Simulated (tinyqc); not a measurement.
Wannier-Stark ladder of a miniband: one step. Bessel amplitudes. Five cases, with inputs chosen for the exercise.

Task: With x = W/(2 e F d): J_j(x)^2 for j = 0 to 5, their running sum over -j ... j, and the spread sqrt(sum j^2 J_j^2) = x/sqrt2. For a hole fixed in well 0 the J_j^2 are the strengths of the optical lines at j e F d.

Case 1.

x = 0.907258

Case 2.

x = 2.329916

Case 3.

x = 1.062022

Case 4.

x = 2.254428

Case 5.

x = 1.354680

Give: Weights; spread.

Result:

Case 1.

Weights:

| j | J_j^2 | sum |
|---|---|---|
| 0 | 0.6473 | 0.6473 |
| 1 | 0.1669 | 0.9811 |
| 2 | 0.0092 | 0.9996 |
| 3 | 0.0002 | 1.0000 |
| 4 | 0.0000 | 1.0000 |
| 5 | 0.0000 | 1.0000 |

spread = 0.642 periods

The strongest line is j = 0.

Case 2.

Weights:

| j | J_j^2 | sum |
|---|---|---|
| 0 | 0.0016 | 0.0016 |
| 1 | 0.2855 | 0.5726 |
| 2 | 0.1757 | 0.9241 |
| 3 | 0.0344 | 0.9928 |
| 4 | 0.0034 | 0.9996 |
| 5 | 0.0002 | 1.0000 |

spread = 1.647 periods

The strongest line is j = +/-1.

Case 3.

Weights:

| j | J_j^2 | sum |
|---|---|---|
| 0 | 0.5436 | 0.5436 |
| 1 | 0.2112 | 0.9660 |
| 2 | 0.0164 | 0.9989 |
| 3 | 0.0005 | 1.0000 |
| 4 | 0.0000 | 1.0000 |
| 5 | 0.0000 | 1.0000 |

spread = 0.751 periods

The strongest line is j = 0.

Case 4.

Weights:

| j | J_j^2 | sum |
|---|---|---|
| 0 | 0.0065 | 0.0065 |
| 1 | 0.2999 | 0.6063 |
| 2 | 0.1645 | 0.9352 |
| 3 | 0.0295 | 0.9943 |
| 4 | 0.0027 | 0.9997 |
| 5 | 0.0001 | 1.0000 |

spread = 1.594 periods

The strongest line is j = +/-1.

Case 5.

Weights:

| j | J_j^2 | sum |
|---|---|---|
| 0 | 0.3495 | 0.3495 |
| 1 | 0.2845 | 0.9186 |
| 2 | 0.0385 | 0.9956 |
| 3 | 0.0021 | 0.9999 |
| 4 | 0.0001 | 1.0000 |
| 5 | 0.0000 | 1.0000 |

spread = 0.958 periods

The strongest line is j = 0.

Computed by tinyqc, one run a case: `OMP_NUM_THREADS=1 python tinyqc.py N N+1 out.jsonl` with N = 1280021, 1280214, 1280447, 1280520, 1280562; one thread of a shared Intel(R) Xeon(R) Processor @ 2.30GHz, about 0.01 s a run at most.
